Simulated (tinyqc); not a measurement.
Comparisons within one model: thin-film optics by transfer matrices. A value that a table varies takes the place of the one given here.

Indices N = n + i k. Snell: N0 sin(theta) = N_j sin(theta_j), with Im(N_j cos theta_j) >= 0. Admittance y_j = N_j cos theta_j for s and N_j/cos theta_j for p. Phase delta_j = 2 pi N_j cos theta_j d_j/lambda. Layer matrix [[cos delta, -i sin delta/y], [-i y sin delta, cos delta]], multiplied from the top down to M. (B, C) = M (1, y_sub); r = (y0 B - C)/(y0 B + C), R = |r|^2, T = 4 Re y0 Re y_sub/|y0 B + C|^2, absorbed in the films 1 - R - T.

Ellipsometry: rho = tan(Psi) exp(i Delta) = -conj(r_p/r_s) with the r of the admittance formula, Delta in 0 to 360 degrees, so that a bare dielectric at small angles gives Delta = 180.

Inputs chosen for the exercise (indices near those of Si3N4 on Si; shifted at random, so the results belong to these values and not to a real crystal): lam = 248 nm (vacuum wavelength); n0 = 1 (ambient index); n = (2.256, 1.572) (n of Si3N4, substrate); k = (0.005, 3.653) (k in the same order); d = (69.3) nm (thicknesses, top first); theta = 75 degrees (angle of incidence); pol = s (polarisation).

## Swing curve: thickness of the top film

The first entry of d takes the values listed.

Stack:

| d_1 (nm) | R | T | absorbed |
|---|---|---|---|
| 69.3 | 0.8227 | 0.1669 | 0.0105 |
| 79.4 | 0.2445 | 0.7009 | 0.0546 |
| 89.6 | 0.5868 | 0.3770 | 0.0362 |
| 99.7 | 0.8687 | 0.1185 | 0.0128 |
| 109.8 | 0.9147 | 0.0767 | 0.0086 |
| 120.0 | 0.9060 | 0.0845 | 0.0095 |
| 130.1 | 0.8156 | 0.1647 | 0.0197 |
| 140.3 | 0.2317 | 0.6769 | 0.0914 |
| 150.4 | 0.5745 | 0.3690 | 0.0564 |
| 160.5 | 0.8628 | 0.1177 | 0.0194 |
| 170.7 | 0.9109 | 0.0762 | 0.0129 |
| 180.8 | 0.9018 | 0.0839 | 0.0143 |
| 190.9 | 0.8087 | 0.1625 | 0.0288 |

R swings between 0.2317 and 0.9147 on these points. The period is lambda/(2 Re(N_1 cos theta_1)) = 60.8 nm, six rows. The film absorbs, so the curve does not repeat exactly: the swing is 0.6702 in the first period and 0.6792 in the second. The swing ratio (max - min)/mean is 0.94.

## Angle of incidence

Both polarisations.

Stack:

| theta (degrees) | R_s | R_p | Psi | Delta |
|---|---|---|---|---|
| 0 | 0.2639 | 0.2639 | 45.00 | 180.00 |
| 15 | 0.2828 | 0.2792 | 44.82 | 175.17 |
| 30 | 0.3502 | 0.3188 | 43.65 | 160.77 |
| 45 | 0.4784 | 0.3655 | 41.16 | 137.96 |
| 55 | 0.5890 | 0.3951 | 39.32 | 118.24 |
| 60 | 0.6475 | 0.4118 | 38.57 | 106.62 |
| 65 | 0.7063 | 0.4340 | 38.09 | 93.47 |
| 70 | 0.7647 | 0.4682 | 38.04 | 78.45 |
| 75 | 0.8227 | 0.5251 | 38.62 | 61.35 |
| 80 | 0.8805 | 0.6206 | 40.01 | 42.24 |
| 85 | 0.9392 | 0.7740 | 42.23 | 21.55 |

R_s and R_p agree at normal incidence (0.2639). R_p is lowest at 0 degrees of those listed (0.2639), where R_s = 0.2639: the two agree there by symmetry, and no oblique row falls below it. R_s rises steadily with the angle.

## Sensitivity of the reflectance

R for both polarisations. Each row changes one parameter from the base and keeps the others.

Results:

| case | R_s | R_p | T_s |
|---|---|---|---|
| base | 0.8227 | 0.5251 | 0.1669 |
| d = (74.3) nm | 0.6655 | 0.5670 | 0.3128 |
| n = (2.301, 1.572) | 0.7831 | 0.5376 | 0.2042 |
| k = (0.005, 4.028) | 0.8498 | 0.5605 | 0.1402 |
| lam = 253 nm | 0.8450 | 0.5091 | 0.1460 |
| theta = 80 degrees | 0.8805 | 0.6206 | 0.1124 |

The largest shifts from the base row, up to three for each result and ties (the steps differ in size, so this ranks the rows, not the parameters). R_s: d -0.1572, theta +0.0579, n -0.0395. R_p: theta +0.0954, d +0.0419, k +0.0354. T_s: d +0.1460, theta -0.0545, n +0.0373.

tinyqc: `OMP_NUM_THREADS=1 python tinyqc.py 1682315 1682316 out.jsonl`; about 0.01 s, one thread, shared Intel(R) Xeon(R) Processor @ 2.30GHz.
